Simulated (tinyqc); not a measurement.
Comparisons within one model: Fermi-Dirac statistics of conduction electrons. A value that a table varies takes the place of the one given here.

Non-parabolic band E (1 + alpha E) = c k^2/m: n = Nc (2/sqrt(pi)) integral_0^infinity sqrt(x (1 + a x)) (1 + 2 a x) dx/(1 + exp(x - eta)) with a = alpha kT and eta = (EF - Ec)/kT; a = 0 gives n = Nc F_1/2(eta).

Constants: hbar^2/2m0 = 3.80998211 eV angstrom^2; kB = 8.617333262e-05 eV/K.

Inputs chosen for the exercise (near those of Ge, lowest valleys alone; the results hold for these values, not for the real material):
- m = 0.5632 m0 (density-of-states mass of the conduction band)
- T = 300 K
- alpha = 0.59 1/eV (non-parabolicity)
- n = 2.8e+19 1/cm^3 (electron density)

## Parabolic against non-parabolic filling

N = 2 (m kB T/(4 pi c))^(3/2) with c = hbar^2/2m0, in 1/angstrom^3; times 1e24 for 1/cm^3. k_F = (3 pi^2 n)^(1/3) and the energy E0 that solves E (1 + alpha E) = c k_F^2/m give the limit of zero temperature.

EF - Ec (meV):
```
n (1/cm^3)  parabolic  non-parabolic  non-parabolic, 0 K
1.0e+18         -60.2          -61.7                 6.4
4.0e+18         -21.8          -23.5                16.2
2.0e+19          33.2           30.2                46.4
5.0e+19          80.7           74.7                83.7
2.0e+20         218.9          194.1               198.2
5.0e+20         406.5          336.9               339.8
```

What does this show?

Non-parabolicity lowers EF by 1.5 meV at the lowest density and by 69.6 meV at the highest, where alpha (EF - Ec) = 0.20. Temperature lowers EF below its 0 K value by 68.2 meV at the lowest density and by 2.8 meV at the highest. EF enters the band between 4e+18 and 2e+19 1/cm^3. In Ge the Gamma and Delta valleys, 0.14 and 0.18 eV up, would start to fill in the rows with EF above about 100 meV.

## What moves the Fermi level

N = 2 (m kB T/(4 pi c))^(3/2) with c = hbar^2/2m0, in 1/angstrom^3; times 1e24 for 1/cm^3. Each row changes one parameter from the base and keeps the others.

Results:
```
case                parabolic EF - Ec (meV)  non-parabolic EF - Ec (meV)
base                                  48.40                        44.64
m = 0.6195 m0                         41.69                        38.28
T = 275 K                             50.33                        46.84
n = 1.4e+19 1/cm^3                    19.03                        16.50
alpha = 0.885 1/eV                    48.40                        42.93
```

How do the results move?

The largest shifts from the base row, up to three for each result and ties (the steps differ in size, so this ranks the rows, not the parameters). parabolic EF - Ec (meV): n -29.37, m -6.71, T +1.93; unchanged at the printed digits by alpha. non-parabolic EF - Ec (meV): n -28.14, m -6.37, T +2.20.

(tinyqc, `OMP_NUM_THREADS=1 python tinyqc.py 1651077 1651078 out.jsonl`, Intel(R) Xeon(R) Processor @ 2.30GHz, 1 thread, shared host, about 0.01 s.)
